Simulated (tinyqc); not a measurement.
Square on-chip spiral inductor, lumped pi model: one step of the calculation.

Outer diameter do = di + 2 n wd + 2 (n - 1) sp, mean da = (do + di)/2, fill p = (do - di)/(do + di), length l = 4 n da. L = 2.34 mu0 n^2 da/(1 + 2.75 p), mu0 = 4 pi 1e-7 H/m. Rs = rho l/(wd delta (1 - exp(-th/delta))), delta = sqrt(rho/(pi f mu0)). Cs = n wd^2 eps0 eo/hu across the coil. At each end Cox = l wd eps0 eo/(2 ho) leads to the substrate branch Rsi = 2 rs he/(l wd) in parallel with Csi = l wd eps0 11.7/(2 he). With one end grounded Y = 1/(Rs + i w L) + i w Cs + 1/[1/(i w Cox) + 1/(1/Rsi + i w Csi)], w = 2 pi f; Q = -Im Y/Re Y. Eddy currents in neighbouring turns and in the substrate are left out.

Task. Geometry and model elements. do, l, L, delta, Rs, Cs, Cox, Rsi and Csi as defined.

Values chosen for this exercise; values of the order met in silicon radio-frequency processes: number of turns n = 5.5; line width wd = 6 um; space between turns sp = 3 um; inner diameter di = 80 um; metal thickness th = 2 um; metal resistivity rho = 3 uohm cm; oxide below the coil ho = 4.8 um; oxide between coil and underpass hu = 0.6 um; relative permittivity of the oxide eo = 4.1; substrate resistivity rs = 1 ohm cm; effective spreading depth in the substrate he = 80 um; frequency f = 2.8 GHz.

Constants: eps0 = 8.8541878128e-12 F/m. Results are converted to the units shown.

Find: do; l; L; delta; Rs; Cs; Cox; Rsi; Csi.

Result.

do = 173.0 um
l = 2783 um
L = 5.596 nH
delta = 1.647 um
Rs = 12.02 ohm
Cs = 11.98 fF
Cox = 63.14 fF
Rsi = 95.82 ohm
Csi = 10.81 fF

Computed by the program tinyqc: `OMP_NUM_THREADS=1 python tinyqc.py 2302088 2302089 out.jsonl`, one thread of a shared Intel Xeon 2.30GHz, about 0.01 s for the whole run.
